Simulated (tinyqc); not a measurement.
From results back to parameters: donor level screened by free carriers (Yukawa potential). Five cases, with inputs chosen for the exercise.

Problem. With Debye screening alone, ks^2 = 4 pi q n/(eps kB T), 1e18/cm^3 = 1e-6/angstrom^3. The converged binding was computed from a hidden density.

Potential -(q/(eps r)) exp(-ks r), q = e^2/(4 pi eps0). In units Ry* = Ry m/eps^2 and a* = a0 eps/m the problem is [-Laplacian - 2 exp(-x r)/r] psi = E psi with x = ks a*.

Converged values use 18 functions exp(-z r), z = 1.55^i, i = -11 to 6: S = 2/A^3, H = z_i z_j S - 2/(A + x)^2, A = z_i + z_j.

Constants: e^2/(4 pi eps0) = 14.39964547 eV angstrom; kB = 8.617333262e-05 eV/K.

Case 1.

Values chosen (out of a larger set: near those of a donor in 4H SiC, with one mean mass; not measured data): eps = 9.7 (dielectric constant); T = 300 K (temperature).

Ry* = 54.515 meV
a* = 13.62 angstrom
binding = 5.5191 meV

Case 2.

Values chosen (out of a larger set: near those of a donor in GaN, with one mean mass; not measured data): eps = 9.5 (dielectric constant); T = 300 K (temperature).

Ry* = 28.945 meV
a* = 26.18 angstrom
binding = 9.6616 meV

Case 3.

Values chosen (out of a larger set: near those of a donor in Si, with one mean mass; not measured data): eps = 11.6 (dielectric constant); T = 300 K (temperature).

Ry* = 32.760 meV
a* = 18.95 angstrom
binding = 23.3609 meV

Case 4.

Values chosen (out of a larger set: near those of a donor in Si, with one mean mass; not measured data): eps = 11.6 (dielectric constant); T = 400 K (temperature).

Ry* = 30.940 meV
a* = 20.06 angstrom
binding = 6.4853 meV

Case 5.

Values chosen (out of a larger set: near those of a donor in GaN, with one mean mass; not measured data): eps = 9.3 (dielectric constant); T = 200 K (temperature).

Ry* = 31.777 meV
a* = 24.36 angstrom
binding = 4.2162 meV

Find: x; n.

Solution. The binding in Ry* falls steadily with x, so bisection gives x; then n = (x/a*)^2 eps kB T/(4 pi q).

Case 1.

x = 0.776
n = 4.5 x 1e18/cm^3

Case 2.

x = 0.461
n = 0.42 x 1e18/cm^3

Case 3.

x = 0.161
n = 0.12 x 1e18/cm^3

Case 4.

x = 0.604
n = 2.0 x 1e18/cm^3

Case 5.

x = 0.718
n = 0.77 x 1e18/cm^3

Computed by tinyqc, one run a case: `OMP_NUM_THREADS=1 python tinyqc.py N N+1 out.jsonl` with N = 1250965, 1251016, 1251108, 1251140, 1251164; one thread of a shared Intel(R) Xeon(R) Processor @ 2.30GHz, about 0.02 s a run at most.
